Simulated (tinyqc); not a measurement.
Charge-trap memory cell: one step of the calculation.

Channel, tunnel oxide, storage layer, blocking layer, gate. N electrons per area sit in a sheet at the centroid and shift the threshold by U = (q/eps0) N (tb/eb + xc tn/en). EOT = t1 + 3.9 (tn/en + tb/eb); tunnel field F = (Vg - U)/EOT; dN/dt = eta (J/q)(1 - N/Nm). Fowler-Nordheim: J = A F^2 exp(-B/F), A = q^2/(16 pi^2 hbar mo phi) (times 1e14 for A/cm^2 with F in V/nm, emitter mass m0), B = (4/3) sqrt(mo/C) phi^1.5, C = hbar^2/(2 m0).

Task. Midpoint steps of growing length. N(half) = N + (d/2) r(N), N(new) = N + d r(N(half)), r = dN/dt; the step starts at d0 and is multiplied by gr each time. Field in the blocking layer (3.9 F + q N/eps0)/eb.

Parameters, values chosen for the exercise; oxide values close to those of silicon dioxide, storage layer close to silicon nitride, blocking layer close to aluminium oxide:
```
symbol,value,unit,meaning
phi,3.06,eV,tunnel barrier
mo,0.4,m0,tunnelling mass
t1,5.8,nm,tunnel oxide (permittivity 3.9)
tn,5.7,nm,storage layer
en,7.4,,its relative permittivity
tb,9.3,nm,blocking layer
eb,9,,its relative permittivity
xc,0.65,,"charge centroid, share of tn counted from the blocking side"
eta,0.63,,capture efficiency of an empty layer
Nm,1e13,cm^-2,trap density
Vg,16.3,V,gate voltage less flat band and surface potential
d0,2e-8,s,first time step
gr,1.8,,growth of the step
n,11,,steps
```

Constants: q = 1.602176634e-19 C, hbar = 1.054571817e-34 J s, m0 = 9.1093837015e-31 kg, eps0 = 8.8541878128e-14 F/cm where lengths are in cm, hbar^2/(2 m0) = 0.0380998212 eV nm^2. Results are converted to the units shown.

Find: t; N; U; F; blocking field.

Result.

```
step      t (s)  N (cm^-2)   U (V)  F (V/nm)  blocking field (V/nm)
0             0          0  0.0000    1.2701                0.55036
1     2.0000e-8  1.8908e11  0.0525    1.2660                0.55239
2     5.6000e-8  4.9279e11  0.1368    1.2594                0.55565
3     1.2080e-7  9.4895e11  0.2634    1.2495                0.56054
4     2.3744e-7  1.5768e12  0.4377    1.2360                0.56728
5     4.4739e-7  2.3610e12  0.6554    1.2190                0.57570
6     8.2531e-7  3.2561e12  0.9038    1.1996                0.58531
7     1.5056e-6  4.2074e12  1.1679    1.1791                0.59552
8     2.7300e-6  5.1668e12  1.4342    1.1583                0.60582
9     4.9340e-6  6.0980e12  1.6927    1.1382                0.61581
10    8.9012e-6  6.9729e12  1.9355    1.1192                0.62520
11    1.6042e-5  7.7674e12  2.1561    1.1021                0.63373
```

Range of the model: The Fowler-Nordheim form needs F t1 above phi; trap-assisted paths and leakage through the blocking layer are left out.

tinyqc, about 0.07 s, one thread, Intel Xeon 2.30GHz (shared host): `OMP_NUM_THREADS=1 python tinyqc.py 2130027 2130028 out.jsonl`
